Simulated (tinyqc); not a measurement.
Bandgap voltage reference from two bipolar transistors: two steps of the calculation.

Two transistors of area 1 and N carry the same current I. Is(T) = Is (T/T0)^eta exp[(Vg0 q/kB)(1/T0 - 1/T)], VBE1 = Vt ln(I/Is(T)) + I rb, VBE2 = Vt ln(I/(N Is(T))) + I rb/N. The amplifier forces I R1(T) = VBE1 - VBE2 + Vos, with R(T) = R (1 + tc (T - T0)) for both resistors, and the output is Vref = VBE1 + I R2(T). Base currents and the Early effect are neglected.

Inputs (values chosen for the exercise); values of the order met in silicon bipolar transistors:
- T0 = 298 K (reference temperature)
- Vg0 = 1.164 V (band-gap voltage extrapolated to 0 K)
- eta = 3.3 (temperature exponent of the saturation current)
- Is = 3.6e-17 A (saturation current of the unit transistor at T0)
- N = 10 (area ratio of the second transistor)
- R1 = 4.7 kohm (resistor across which the difference of VBE falls, at T0)
- tc = 0 ppm/K (temperature coefficient of both resistors)
- Vos = 0 mV (offset of the amplifier)
- rb = 15 ohm (series resistance of the unit transistor)
- R2 = 43.68 kohm (output resistor at T0)

Constants: q = 1.602176634e-19 C, kB = 1.380649e-23 J/K. Results are converted to the units shown.

Question 1. Operating point at the reference temperature. Vt = kB T/q; I = (Vt ln N + Vos)/(R1(T) - rb (1 - 1/N)). Evaluate at T = T0.

Give: Vt; I; Is(T); VBE1; I R2; Vref.

Answer 1.

Vt = 0.02568 V
I = 12.62 uA
Is(T) = 3.600e-17 A
VBE1 = 0.6828 V
I R2 = 0.5511 V
Vref = 1.234 V

Question 2. Resistor for zero slope at T0, ideal case. With tc = 0, Vos = 0 and rb = 0 the current is proportional to T, dVBE/dT = (VBE - Vg0 - (eta - 1) Vt)/T, and Vref has zero slope at T0 when Vref = Vg0 + (eta - 1) Vt0. Find VBE1, its slope, that Vref, R2/R1 and the curvature d2Vref/dT2 = -(eta - 1) kB/(q T0).

Find: VBE1; dVBE/dT; Vref; R2/R1; curvature.

Answer 2.

VBE1 = 0.68256 V
dVBE/dT = -1.8138 mV/K
Vref = 1.2231 V
R2/R1 = 9.1410
curvature = -0.66510 uV/K^2

Numbers from tinyqc (`OMP_NUM_THREADS=1 python tinyqc.py 2062135 2062136 out.jsonl`; about 0.03 s on one thread of a shared Intel Xeon 2.30GHz).
